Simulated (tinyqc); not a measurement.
What moves the zone average: special k points of the simple cubic lattice.

Lattice vectors in units of a: a1 = (1, 0, 0), a2 = (0, 1, 0), a3 = (0, 0, 1); reciprocal vectors b_i with a_i . b_j = 2 pi delta_ij. Mesh: k = sum_i f_i b_i with f_i = (2 j_i + shift)/(2 N), j_i = 0 .. N-1. The point group of the lattice has 48 operations; only those that map the mesh onto itself are used.

A_m(k) = sum over the m-th star of lattice vectors R of cos(k . R), stars in order of length: m = 1: |R|^2 = 1, 6 vectors, such as (1, 0, 0) in the basis a_i; m = 2: |R|^2 = 2, 12 vectors, such as (1, 1, 0) in the basis a_i; m = 3: |R|^2 = 3, 8 vectors, such as (1, 1, 1) in the basis a_i; m = 4: |R|^2 = 4, 6 vectors, such as (2, 0, 0) in the basis a_i; m = 5: |R|^2 = 5, 24 vectors, such as (2, 1, 0) in the basis a_i; m = 6: |R|^2 = 6, 24 vectors, such as (2, 1, 1) in the basis a_i. The zone mean of every A_m is zero.

Test function, the lower band of a two-band insulator: E(k) = -sqrt(D^2 + (e0 - t A_1(k))^2).

Inputs chosen for the exercise: D = 1.59 eV (half gap term); t = 0.45 eV (coupling); e0 = 1.55 eV (offset); N = 4 (points along each reciprocal vector); shift = 1 (half steps).

Mean of E over the mesh, and its error against the unshifted mesh with N = 24.

One parameter was then changed.

Results before and after:
```
case     mean (eV)  error (meV)  irreducible points
base       -2.3811        -0.06                   4
changed    -2.4996        -0.78                   4
```

Which of these changes was made? (a) shift = 0; (b) N = 5; (c) t = 0.585 eV; (d) D = 1.113 eV.
Answer: (c) t = 0.585 eV. Of the candidates, run in turn, only this one gives the changed row.

All candidates:
```
case          mean (eV)  error (meV)  irreducible points
base            -2.3811        -0.06                   4
N = 5           -2.3812        -0.12                  10
shift = 0       -2.3811        -0.11                  10
D = 1.113 eV    -2.0604        -0.28                   4
t = 0.585 eV    -2.4996        -0.78                   4
```

Program tinyqc; command `OMP_NUM_THREADS=1 python tinyqc.py 1651795 1651796 out.jsonl`; about 0.2 s on one thread of a shared Intel(R) Xeon(R) Processor @ 2.30GHz.
